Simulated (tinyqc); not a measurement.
# Changing the dopant density N_d

Model: defect equilibria of an oxide against oxygen pressure (mass action). Computed by tinyqc, a small Python program. Command: `OMP_NUM_THREADS=1 python tinyqc.py 3017957 3017958 out.jsonl brouwer sweep`. One thread of a shared host (Intel(R) Xeon(R) Processor @ 2.30GHz), about 0.02 s of CPU time with the checks.

Defects: oxygen vacancies V (charge +2), electrons n, holes p, the ionic partner X = O_i'' (charge -2), and the dopant. Activities are taken equal to concentrations.

Inputs (values chosen for the exercise, for a model oxide):
```
quantity,value,unit
reduction enthalpy H_r,4.29,eV
prefactor K_r0,1.7e+67,cm^-9 atm^(1/2)
gap E_g,2.26,eV
prefactor N_c N_v,1e+42,cm^-6
disorder enthalpy H_s,3.19,eV
prefactor K_s0,3.6e+44,cm^-6
temperature T,1200,K
oxygen pressure P,6e-22,atm
electron mobility mu_n,0.095,cm^2/(V s)
hole mobility mu_p,1.9,cm^2/(V s)
vacancy diffusion prefactor D_0,0.042,cm^2/s
vacancy migration energy E_m,0.96,eV
```

Ionic disorder: anion Frenkel. Dopant (singly charged, fully ionised): acceptor.

Constants: k_B = 8.617333262e-05 eV/K; e = 1.602176634e-19 C.

Method:
- K_r = K_r0 exp(-H_r/k_B T) = [V] n^2 P^(1/2); K_i = N_c N_v exp(-E_g/k_B T) = n p; K_s = K_s0 exp(-H_s/k_B T) = [X] [V].
- Neutrality: 2 [V] + p = n + 2 [X] + N_d. With n as the unknown, [V] = K_r/(n^2 P^(1/2)), p = K_i/n, [X] = K_s/[V]; the log ratio is ln(positive/negative).
- The root is found by 60 bisections in ln n between n = 1e-10 and 1e25 cm^-3.
- sigma_n = e n mu_n, sigma_p = e p mu_p, sigma_ion = 2 e [V] mu_V with mu_V = 2 e D/(k_B T) and D = D_0 exp(-E_m/k_B T); only the oxygen vacancies carry ionic current, and the ionic transport number is sigma_ion over the total.

One run for each value:
```
dopant density N_d (cm^-3),n (cm^-3),[V] (cm^-3),p (cm^-3),[X] (cm^-3),ionic transport number
1.00e+15,1.1009e+20,5.5043e+19,2.9288e+12,2.6193e+11,0.000794
6.00e+15,1.1008e+20,5.5045e+19,2.9288e+12,2.6192e+11,0.000794
3.00e+16,1.1008e+20,5.5053e+19,2.9290e+12,2.6189e+11,0.000794
2.00e+17,1.1002e+20,5.5110e+19,2.9305e+12,2.6162e+11,0.000795
1.00e+18,1.0975e+20,5.5377e+19,2.9376e+12,2.6035e+11,0.000801
6.00e+18,1.0812e+20,5.7061e+19,2.9820e+12,2.5267e+11,0.000838
2.00e+20,7.0260e+19,1.3513e+20,4.5889e+12,1.0669e+11,0.003047
1.00e+21,3.5887e+19,5.1794e+20,8.9841e+12,2.7836e+10,0.022423
```

Give the missing row, dopant density N_d (cm^-3) = 3.00e+19.

Computed row:
```
dopant density N_d (cm^-3)   n (cm^-3)  [V] (cm^-3)   p (cm^-3)  [X] (cm^-3)  ionic transport number
3.00e+19                    1.0094e+20   6.5470e+19  3.1942e+12   2.2022e+11                0.001030
```

Interpolating between the two neighbouring rows (the first column on a logarithmic scale, the others too where they are positive) misses most in ionic transport number, by 47 %. Over the rows, n (cm^-3) falls from 1.10e20 to 3.59e19; [V] (cm^-3) rises from 5.50e19 to 5.18e20; p (cm^-3) rises from 2.93e12 to 8.98e12. The largest terms of the neutrality condition are 2 [V] = n from row 1; 2 [V] = N_d from row 8.

Caution (rows 1.00e21): one of n, p, [V] and [X] is above 2e20 cm^-3, near 1 % of the sites of a usual oxide, where defects associate and the ideal mass-action laws fail.

Extremes, crossings and ranges named in words are read from the listed rows.
